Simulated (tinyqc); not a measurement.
Lossy on-chip transmission line with skin effect: effect of the width of the strip.

A uniform line in a homogeneous dielectric: c = sqrt(er)/(c0 Z0), l = Z0 sqrt(er)/c0 (c0 = 299792458 m/s), g = w c td, w = 2 pi f. The resistance joins its limits as r = sqrt(r_dc^2 + r_hf^2), with r_dc = rho/(wd th), r_hf = kr rho/(2 delta (wd + th)), delta = sqrt(rho/(pi f mu0)), mu0 = 4 pi 1e-7 H/m; this is an interpolation, and internal inductance, up to 0.05 nH/mm at low frequency, is neglected.

gamma = sqrt((r + i w l)(g + i w c)) = alpha + i beta, Zc = sqrt((r + i w l)/(g + i w c)), roots with positive real part; loss 8.685889638 alpha in dB; phase velocity w/beta. ZL = 1/(1/RL + i w CL); reflection (ZL - Zc)/(ZL + Zc); Zin = Zc (ZL + Zc tanh(gamma len))/(Zc + ZL tanh(gamma len)); H = V_load/V_source = [Zin/(Zin + Rg)]/[cosh(gamma len) + (Zc/ZL) sinh(gamma len)]. Z0 is held fixed by scaling the dielectric height.

Inputs (values chosen for the exercise):
```
symbol  value     unit                                  meaning
th       0.96       um                   thickness of the strip
rho         2  uohm cm                              resistivity
er        4.2                             relative permittivity
td      0.005                                      loss tangent
Z0         40      ohm             lossless impedance sqrt(l/c)
kr        1.5           factor for crowding and the return path
len         2       mm                                   length
Rg         25      ohm                        source resistance
RL       1000      ohm                          load resistance
CL         20       fF                         load capacitance
f         7.8      GHz                                frequency
```

Result of one run:
```
r (ohm/mm)  r/(w l)  loss (dB/mm)  |Zc| (ohm)  phase velocity over c0  length in wavelengths  |H| (dB)
88.180       6.5801        4.9077      103.19                 0.24994                0.20820   -6.0329
```

Which width of the strip wd gave this result: 0.24, 0.38, 0.6 or 3.7 um?

wd = 0.24 um.

The whole series:
```
wd (um)  r (ohm/mm)  r/(w l)  loss (dB/mm)  |Zc| (ohm)  phase velocity over c0  length in wavelengths  |H| (dB)
0.24         88.180   6.5801        4.9077      103.19                 0.24994                0.20820   -6.0329
0.38         56.557   4.2203        3.7709      83.303                 0.29929                0.17386   -3.7430
0.6          36.715   2.7397        2.8588      68.311                 0.34930                0.14897   -2.1241
0.94         24.232   1.8082        2.1338      57.498                 0.39466                0.13185   -1.0498
1.5          15.816   1.1802        1.5299      49.749                 0.43290                0.12020  -0.31942
2.3          10.707  0.79898        1.0966      45.254                 0.45741                0.11376   0.11732
3.7          6.9034  0.51514       0.73467      42.424                 0.47368                0.10985   0.43493
5.8          4.5258  0.33772       0.49208      41.095                 0.48152                0.10807   0.62864
```

As wd goes from 0.24 to 5.8, the loss falls from 4.91 to 0.492 dB/mm, |Zc| falls from 103 to 41.1 ohm and |H| goes from -6.03 to 0.629 dB, with its highest value among the rows, 0.629 dB, at wd = 5.8.

Program tinyqc, `OMP_NUM_THREADS=1 python tinyqc.py 2810127 2810128 out.jsonl`; Intel Xeon 2.30GHz, shared host, one thread, about 0.01 s.
